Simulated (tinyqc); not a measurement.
Inside a calculation. Method: one-electron ion in a basis of Gaussians. One step of it, computed by the program tinyqc.

Problem. Matrices over normalised Gaussians. With p = a_i + a_j and I(k) = Gamma((k+1)/2) / (2 p^((k+1)/2)): S = I(2l+2), T = (2l+3) a_i a_j S / p, V = -Z I(2l+1), each divided by sqrt(S_ii S_jj).

exponents of r^l exp(-a r^2) (1/bohr^2): 0.083020  0.109300  0.144000  0.189600  0.249700  0.328900  0.433100

Z = 1

l = 0

Give: S; T; V.

Solution.

S:
```
,1,2,3,4,5,6,7
1,1.000,0.986,0.945,0.883,0.805,0.719,0.630
2,0.986,1.000,0.986,0.945,0.883,0.805,0.719
3,0.945,0.986,1.000,0.986,0.945,0.883,0.805
4,0.883,0.945,0.986,1.000,0.986,0.945,0.883
5,0.805,0.883,0.945,0.986,1.000,0.986,0.945
6,0.719,0.805,0.883,0.945,0.986,1.000,0.986
7,0.630,0.719,0.805,0.883,0.945,0.986,1.000
```

T (hartree):
```
,1,2,3,4,5,6,7
1,0.125,0.140,0.149,0.153,0.150,0.143,0.132
2,0.140,0.164,0.184,0.197,0.201,0.198,0.188
3,0.149,0.184,0.216,0.242,0.259,0.265,0.261
4,0.153,0.197,0.242,0.284,0.319,0.341,0.349
5,0.150,0.201,0.259,0.319,0.375,0.420,0.449
6,0.143,0.198,0.265,0.341,0.420,0.493,0.553
7,0.132,0.188,0.261,0.349,0.449,0.553,0.650
```

V (hartree):
```
,1,2,3,4,5,6,7
1,-0.460,-0.488,-0.508,-0.520,-0.524,-0.520,-0.511
2,-0.488,-0.528,-0.560,-0.583,-0.597,-0.601,-0.597
3,-0.508,-0.560,-0.606,-0.643,-0.669,-0.685,-0.690
4,-0.520,-0.583,-0.643,-0.695,-0.737,-0.768,-0.786
5,-0.524,-0.597,-0.669,-0.737,-0.797,-0.846,-0.881
6,-0.520,-0.601,-0.685,-0.768,-0.846,-0.915,-0.971
7,-0.511,-0.597,-0.690,-0.786,-0.881,-0.971,-1.050
```
